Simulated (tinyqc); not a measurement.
Off-state leakage of single and stacked transistors: one step of the calculation.

n-channel devices of unit width. Subthreshold current I(Vg, Vs, Vd) = I0 (T/300 K)^0.5 exp[(Vg - Vs - VT(T) - gb (Vs - Vb) + dd (Vd - Vs))/(nf Vt)] (1 - exp(-(Vd - Vs)/Vt)), VT(T) = VT - cT (T - 300 K). Gate-edge tunnelling Ig (Vd/1 V) exp(ag (Vd - 1 V)), for a gate at 0 V, and band-to-band leakage Ab u exp(-Bb/u), u = Vd - Vb + 1 V, flow at a drain held at V; both are taken as independent of T. In a stack of off transistors (all gates at 0 V) the same subthreshold current passes through each.

Task. Leakage of one transistor. Vg = Vs = 0, Vd = V; effective threshold VT(T) - gb Vb - dd V.

Inputs (values chosen for the exercise); values of the order met in bulk silicon logic transistors:

| symbol | value | unit | meaning |
|---|---|---|---|
| T | 300 | K | temperature |
| V | 0.9 | V | supply voltage |
| VT | 0.33 | V | threshold at 300 K, zero drain and body bias |
| cT | 0.7 | mV/K | fall of the threshold with temperature |
| I0 | 0.24 | uA/um | current at threshold at 300 K |
| nf | 1.16 |  | slope factor |
| dd | 0.15 |  | drain-induced lowering per volt |
| gb | 0.18 |  | rise of the threshold per volt of source-body bias |
| Ig | 5e-6 | uA/um | gate-edge tunnelling current at 1 V |
| ag | 5 | 1/V | exponential slope of the gate current |
| Ab | 30 | uA/(um V) | prefactor of band-to-band leakage at the drain |
| Bb | 21 | V | its exponential voltage |
| Vb | 0 | V | body voltage |

Constants: q = 1.602176634e-19 C, kB = 1.380649e-23 J/K, Vt = kB T/q. Results are converted to the units shown.

Wanted: effective threshold; parts; total; shares.

Result.

effective threshold = 0.1950 V
parts (nA/um): subthreshold 0.3599, gate edge 0.002729, band-to-band 0.9032
total = 1.266 nA/um
shares (%): subthreshold 28.43, gate edge 0.2156, band-to-band 71.35

The band-to-band part is the largest.

Computed by the program tinyqc: `OMP_NUM_THREADS=1 python tinyqc.py 2242264 2242265 out.jsonl`, one thread of a shared Intel Xeon 2.30GHz, about 0.03 s for the whole run.
